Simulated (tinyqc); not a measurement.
Double-gate transistor, scale length and short-channel effects: effect of the insulator thickness.

A body of thickness ts between two insulators of thickness ti and two tied gates. Below threshold the potential that source and drain add obeys Laplace's equation and vanishes on the gate. Its lowest mode decays along the channel as exp(-k y); k is the smallest positive root of the matching condition at the interface, and the scale length is Lambda = pi/k.

k is the smallest positive root of f(k) = ei cos(k ti) cos(k ts/2) - eps_r sin(k ti) sin(k ts/2). Along the channel psi(y) = s + a exp(y/l) + b exp(-y/l) with psi(0) = Vbi, psi(L) = Vbi + Vds and l = 1/k = Lambda/pi; with A = Vbi - s, B = A + Vds, x = exp(-L/l): a = (B - A x) x/(1 - x^2), b = (A - B x)/(1 - x^2). The minimum is s + 2 sqrt(a b), at y = (l/2) ln(b/a). The long-channel potential follows the gate as s = sT + (Vg - VTL)/m, and the threshold VT is the gate voltage at which the minimum equals sT. Swing = m Vt ln 10/g at threshold, g = d(minimum)/ds = 1 - (b x + a)/((1 + x) sqrt(a b)). DIBL = [VT(0.05 V) - VT(Vds)]/(Vds - 0.05 V). sT and Vbi are held fixed; m = 1.

Parameters, values chosen for the exercise; permittivities: semiconductor made up, insulator close to that of hafnium oxide: temperature T = 300 K; relative permittivity of the semiconductor eps_r = 18; relative permittivity of the insulator ei = 21.9; body thickness ts = 4.4 nm; channel length L = 43 nm; potential of the source Vbi = 0.88 V; potential of the barrier top at threshold sT = 0.62 V; drain voltage Vds = 0.5 V.

Constants: q = 1.602176634e-19 C, kB = 1.380649e-23 J/K, Vt = kB T/q. Results are converted to the units shown.

Effect of the insulator thickness:
```
ti (nm)  Lambda (nm)  L/Lambda  VT - VTL at Vds (mV)  DIBL (mV/V)  swing (mV/decade)
3.3           10.388    4.1393               -1.3385       1.0756             59.732
4.3           12.339    3.4850               -3.7643       3.0289             60.103
5.6           14.900    2.8858               -9.7943       7.9063             61.022
7.3           18.272    2.3533               -23.355       18.976             63.068
9.5           22.653    1.8982               -50.701       41.646             67.121
12            27.641    1.5557               -94.598       78.730             73.483
16            35.631    1.2068               -191.13       162.02             87.112
```

As ti goes from 3.3 to 16 nm, Lambda rises from 10.4 to 35.6 nm, DIBL rises from 1.08 to 162 mV/V and the swing rises from 59.7 to 87.1 mV a decade. On average Lambda goes as ti^(0.78). At ti = 16 nm L is under 1.5 Lambda, where higher modes, left out of the one-mode potential, count.

Computed by the program tinyqc: `OMP_NUM_THREADS=1 python tinyqc.py 2420110 2420111 out.jsonl`, one thread of a shared Intel Xeon 2.30GHz, about 0.01 s for the whole run.
